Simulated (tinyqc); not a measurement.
Resistive crossbar, vector-matrix product with wire resistance: effect of the wire resistance.

3 rows and 2 columns. Cell (i, j) joins row node wij to column node bij. Each row is driven at its left end through one wire segment rw; neighbouring nodes along a row or a column are joined by rw; each column ends below the last row in one more rw and a virtual ground, where its current is read. Ideal output: I_j = sum_i V_i G_ij.

The nodal equations (Kirchhoff current law at every node) are solved for each rw; errors are I_j/ideal - 1.

Parameters, values chosen for the exercise:
- V = [0.25, 0.34, 0.34] V (input voltages of the rows)

cell conductances G (uS):
```
       column 1  column 2
row 1       480        92
row 2       370        43
row 3       480       470
```

Effect of the wire resistance:
```
rw (ohm)  error, column 1 (%)  error, column 2 (%)
1                     -0.2648              -0.1898
2                     -0.5283              -0.3789
5                      -1.310              -0.9414
10                     -2.585               -1.864
20                     -5.038               -3.655
50                     -11.69               -8.635
100                    -20.89               -15.83
200                    -34.45               -27.16
500                    -56.48               -47.83
```

The error of the last column goes from -0.190 % at rw = 1 ohm to -47.8 % at 500 ohm, as rw^(1.00) at the start and rw^(0.62) at the end. At 500 ohm the worst column is number 1.

tinyqc, about 0.03 s, one thread, Intel Xeon 2.30GHz (shared host): `OMP_NUM_THREADS=1 python tinyqc.py 2880041 2880042 out.jsonl`
